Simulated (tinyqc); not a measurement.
Electron continuity equation in a given potential, Scharfetter-Gummel discretisation: one step of the calculation.

Steady state in one dimension: J = q mu n E + q D dn/dx with E = -dpsi/dx and D = mu Vt, dJ/dx = 0, fixed densities nL and nR at the ends. The potential is given, psi = U x/L, and is not changed by the electrons.

Task. Densities and current. B(d) = d/(exp(d) - 1) with d_i = (psi_(i+1) - psi_i)/Vt; b and f are the diagonal and right side of the balance equations. Solve B(-d_(i-1)) n_(i-1) + b_i n_i + B(d_i) n_(i+1) = f_i (end values already in f), then J_i = (q D/h) [n_(i+1) B(d_i) - n_i B(-d_i)], h = L/10, D = mu Vt.

Inputs (values chosen for the exercise); mobility close to that of silicon at room temperature:
- T = 400 K (temperature)
- mu = 1350 cm^2/(V s) (electron mobility)
- L = 2.1 um (length of the region)
- nL = 6.5e14 cm^-3 (density at x = 0)
- nR = 4.4e15 cm^-3 (density at x = L)

Constants: q = 1.602176634e-19 C, kB = 1.380649e-23 J/K, Vt = kB T/q. Results are converted to the units shown.

| interval | B(d_i) | B(-d_i) |
|---|---|---|
| 0 | 3.8603263 | 0.088857912 |
| 1 | 3.8603263 | 0.088857912 |
| 2 | 3.8603263 | 0.088857912 |
| 3 | 3.8603263 | 0.088857912 |
| 4 | 3.8603263 | 0.088857912 |
| 5 | 3.8603263 | 0.088857912 |
| 6 | 3.8603263 | 0.088857912 |
| 7 | 3.8603263 | 0.088857912 |
| 8 | 3.8603263 | 0.088857912 |
| 9 | 3.8603263 | 0.088857912 |

| node | diagonal b | right side f (cm^-3) |
|---|---|---|
| 1 | -3.9491842 | -5.7757643e13 |
| 2 | -3.9491842 | 0 |
| 3 | -3.9491842 | 0 |
| 4 | -3.9491842 | 0 |
| 5 | -3.9491842 | 0 |
| 6 | -3.9491842 | 0 |
| 7 | -3.9491842 | 0 |
| 8 | -3.9491842 | 0 |
| 9 | -3.9491842 | -1.6985436e16 |

Find: n; J.

Result.

| node | n (cm^-3) |
|---|---|
| 0 | 6.500e14 |
| 1 | 4.314e15 |
| 2 | 4.398e15 |
| 3 | 4.400e15 |
| 4 | 4.400e15 |
| 5 | 4.400e15 |
| 6 | 4.400e15 |
| 7 | 4.400e15 |
| 8 | 4.400e15 |
| 9 | 4.400e15 |
| 10 | 4.400e15 |

| interval | J (1e3 A/cm^2) |
|---|---|
| 0 | 5.891 |
| 1 | 5.891 |
| 2 | 5.891 |
| 3 | 5.891 |
| 4 | 5.891 |
| 5 | 5.891 |
| 6 | 5.891 |
| 7 | 5.891 |
| 8 | 5.891 |
| 9 | 5.891 |

Program tinyqc, `OMP_NUM_THREADS=1 python tinyqc.py 2220112 2220113 out.jsonl`; Intel Xeon 2.30GHz, shared host, one thread, about 0.01 s.
